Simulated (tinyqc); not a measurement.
Dielectric confinement in a thin film (image charges): sweeps and comparisons. A value that a table varies takes the place of the one given here.

A film |z| < t/2 of dielectric constant eps between half-spaces of dielectric constant e2; lam = (eps - e2)/(eps + e2), q = e^2/(4 pi eps0). The self-energy of a band edge is taken with the high-frequency value, e2 = eh, and the field of a fixed ion with the static one, e2 = eo. A charge at z has images lam^|n| at n t + (-1)^n z. Its self-energy is S(z) = (q/2 eps) sum over n >= 1 of lam^n [1/(n t - 2z) + 1/(n t + 2z)] for odd n and 2 lam^n/(n t) for even n; at the centre S(0) = -(q/(eps t)) ln(1 - lam).

Donor at the centre, lam from the static eo, trial function cos(pi z/t) exp(-rho/l): E(l) = c/(m l^2) - (q/eps) times the integral over k of F(k t) (1 + (k l/2)^2)^(-3/2), with F(x) = F0 + 2 lam exp(-x) G/(1 - lam exp(-x)), F0 = 2[(1 - exp(-x/2))/x + x (1 + exp(-x/2))/(x^2 + 4 pi^2)], G = 2 sinh(x/2)[1/x - x/(x^2 + 4 pi^2)]; c = hbar^2/2m0. The binding energy is -E at the minimum, counted from the subband edge with its self-energy.

Constants: e^2/(4 pi eps0) = 14.39964547 eV angstrom; hbar^2/2m0 = 3.80998211 eV angstrom^2; Ry = 13.60569312 eV.

Parameters, chosen for this exercise (near those of a Si (100) film, two-fold valleys, between layers of HfO2; not measured data): eps = 11.8 (dielectric constant of the film); eh = 3.9 (high-frequency dielectric constant outside); eo = 21 (static dielectric constant outside); m = 0.197 m0 (mass in the plane); mz = 0.952 m0 (mass across the film); ts = (12, 18, 26, 38, 55, 80, 120) angstrom (thicknesses); t = 26 angstrom (film thickness).

## Thinning the film

<S> is the mean over (2/t) cos^2(pi z/t); confinement c (pi/t)^2/mz; donor binding with and without images.

Results:
```
t (angstrom)  <S> (meV)  confinement (meV)  binding, no images (meV)  binding (meV)  l (angstrom)
12                 82.4              274.3                      57.7           30.6          24.5
18                 54.9              121.9                      52.5           30.8          25.2
26                 38.0               58.4                      47.4           30.3          26.4
38                 26.0               27.4                      41.8           28.9          28.4
55                 18.0               13.1                      36.3           26.7          31.0
80                 12.4                6.2                      30.9           24.0          34.6
120                 8.2                2.7                      25.5           20.7          39.5
```

Between 120 and 12 angstrom the binding goes from 20.7 to 30.6 meV; quantum confinement alone would take it from 25.5 to 57.7, so the images supply -4.8 and -27.2 meV. |<S>| goes as 1/t and exceeds the confinement energy beyond 40 angstrom. For t well above a* = 32 angstrom the separable trial function underbinds, which affects the last rows.

## Choice of the surrounding dielectric

The same film between different dielectrics; in this table one value e2 serves for both eo and eh.

Results:
```
case         lam  <S> (meV)  binding (meV)  l (angstrom)
e2 = 1     0.844       96.0          201.2          19.6
e2 = 2.5   0.650       56.1          130.8          20.5
e2 = 3.9   0.503       38.0          101.5          21.3
e2 = 7.5   0.223       14.1           66.0          22.8
e2 = 16   -0.151       -8.2           37.5          25.4
e2 = 25   -0.359      -18.1           26.4          27.1
e2 = 80   -0.743      -33.8           11.4          32.0
```

The binding spans a factor 17.7, from 201 meV in vacuum to 11.4 meV for e2 = 80; going from 3.9 to 25 changes it by -75.1 meV and the band edge by -56.1 meV, so the binding responds 1.34 times as much as the edge (for an orbit much smaller than t the binding would change by twice the change of S(0), -94.4 meV; here l/t = 0.82 for e2 = 3.9).

## What each parameter does

<S> is the mean over (2/t) cos^2(pi z/t). Each row changes one parameter from the base and keeps the others.

Results:
```
case             lam from eh  <S> (meV)  binding (meV)  l (angstrom)
base                   0.503       38.0           30.3          26.4
t = 36 angstrom        0.503       27.5           29.1          28.1
eps = 10.6             0.462       37.7           34.3          24.5
eo = 29.4              0.503       38.0           23.3          27.8
eh = 5.1               0.396       27.8           30.3          26.4
m = 0.236 m0           0.503       38.0           35.6          22.8
```

The largest shifts from the base row, up to three for each result and ties (the steps differ in size, so this ranks the rows, not the parameters). lam from eh: eh -0.107, eps -0.041; unchanged at the printed digits by t, eo and m. <S> (meV): t -10.6, eh -10.2, eps -0.3; unchanged at the printed digits by eo and m. binding (meV): eo -7.0, m +5.3, eps +4.0; unchanged at the printed digits by eh. l (angstrom): m -3.7, eps -1.9, t +1.6; unchanged at the printed digits by eh.

Computed by tinyqc, a small Python program: `OMP_NUM_THREADS=1 python tinyqc.py 1280027 1280028 out.jsonl` (the numbers bound the seed that draws the inputs); one thread of a shared host (Intel(R) Xeon(R) Processor @ 2.30GHz), about 0.06 s for the whole set of steps.
